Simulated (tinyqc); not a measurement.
# Capacitance of parallel on-chip lines from Laplace's equation on a mesh, step by step

Computed by the program tinyqc: `OMP_NUM_THREADS=1 python tinyqc.py 2790220 2790221 out.jsonl`, one thread of a shared Intel Xeon 2.30GHz, about 1 s for the whole run. Printed values are rounded.

Cross-section of an endless row of equal lines between two grounded planes; neighbours are driven in antiphase (+1 V and -1 V), so the plane midway between two lines is at 0 V. By symmetry one quarter is solved: x runs from the centre of a line (column 0, mirror) to that midplane (column 4, 0 V), y from the mid-height of the line (row 0, mirror) to the ground plane (row 4, 0 V). The line fills columns 0 to 1 and rows 0 to 2 at 1 V. Cells beside the line (below row 2) have e2, cells above have e1. Each link between nodes has the conductance g = mean permittivity of the two cells beside it (a cell beyond a mirror counts as 0), and the free nodes obey sum g (V_neighbour - V) = 0.

Inputs (values chosen for the exercise): relative permittivity above and below the lines e1 = 3.9; relative permittivity between the lines e2 = 1; over-relaxation factor om = 1.

Constants: eps0 = 8.8541878128e-12 F/m. Results are converted to the units shown.

## Link conductances

gx[j, i] joins node (row j, column i) to column i + 1, gy[j, i] to row j + 1.

gx:
```
       col 0  col 1  col 2  col 3
row 0    0.5    0.5    0.5    0.5
row 1      1      1      1      1
row 2   2.45   2.45   2.45   2.45
row 3    3.9    3.9    3.9    3.9
row 4   1.95   1.95   1.95   1.95
```

gy:
```
       col 0  col 1  col 2  col 3  col 4
row 0    0.5      1      1      1    0.5
row 1    0.5      1      1      1    0.5
row 2   1.95    3.9    3.9    3.9   1.95
row 3   1.95    3.9    3.9    3.9   1.95
```

## Iteration 1: relaxation sweep

V at the start (V):
```
       col 0  col 1  col 2  col 3  col 4
row 0      1      1      0      0      0
row 1      1      1      0      0      0
row 2      1      1      0      0      0
row 3      0      0      0      0      0
row 4      0      0      0      0      0
```

One sweep visits the free nodes row by row from row 0, left to right, and replaces V by V + om (weighted mean of the neighbours - V), using new values at once.

V after sweep 1 (V):
```
          col 0     col 1     col 2     col 3     col 4
row 0  1.000000  1.000000  0.250000  0.062500  0.000000
row 1  1.000000  1.000000  0.312500  0.093750  0.000000
row 2  1.000000  1.000000  0.281888  0.080038  0.000000
row 3  0.250000  0.312500  0.148597  0.057159  0.000000
row 4  0.000000  0.000000  0.000000  0.000000  0.000000
```

## Iteration 2: relaxation sweep

As before.

V after sweep 2 (V):
```
          col 0     col 1     col 2     col 3     col 4
row 0  1.000000  1.000000  0.421875  0.152344  0.000000
row 1  1.000000  1.000000  0.449378  0.170440  0.000000
row 2  1.000000  1.000000  0.375000  0.133889  0.000000
row 3  0.406250  0.388712  0.205218  0.084777  0.000000
row 4  0.000000  0.000000  0.000000  0.000000  0.000000
```

## Course of the relaxation

Stop when no node changes by 1e-7 V. C = 4 eps0 sum g (difference of V along the link)^2, in aF/um.

Course of the iteration:
```
sweep  C (aF/um)  largest change (V)
1       212.2718               0.312
2       189.9583               0.172
3       186.2484              0.0909
4       185.4222              0.0479
5       185.2249              0.0256
6       185.1782              0.0131
7       185.1673             6.54e-3
8       185.1648             3.19e-3
9       185.1642             1.54e-3
...          ...                 ...
14      185.1641             3.74e-5
15      185.1641             1.77e-5
16      185.1641             8.37e-6
17      185.1641             3.96e-6
18      185.1641             1.87e-6
19      185.1641             8.83e-7
20      185.1641             4.17e-7
21      185.1641             1.97e-7
22      185.1641             9.30e-8
```

Converged in 22 sweeps. Over the last four sweeps the change shrinks by about 0.47 a sweep. C comes down from above, since the solution minimises the energy.

## Capacitance per length

converged V (V):
```
          col 0     col 1     col 2     col 3     col 4
row 0  1.000000  1.000000  0.611996  0.284121  0.000000
row 1  1.000000  1.000000  0.581931  0.262244  0.000000
row 2  1.000000  1.000000  0.453486  0.182924  0.000000
row 3  0.463885  0.427770  0.247197  0.107530  0.000000
row 4  0.000000  0.000000  0.000000  0.000000  0.000000
```

C = 4 eps0 sum g (difference of V)^2 over all links (twice the energy of the four quarters, line at 1 V). Plate estimate without fringing: eps0 [2 e1 w/hd + 2 e2 t/(s/2)], w = 2 hx, t = 4 hx, s/2 = 3 hx, hd = 2 hx.

C = 185.1641 aF/um
plate estimate = 92.67383 aF/um

C depends on the shape only, not on the mesh step hx. Meshes 6, 12 and 24 times finer extrapolate (Aitken) to 162.4 aF/um; this mesh is 14 % above that, and the plate estimate is 43 % below it.
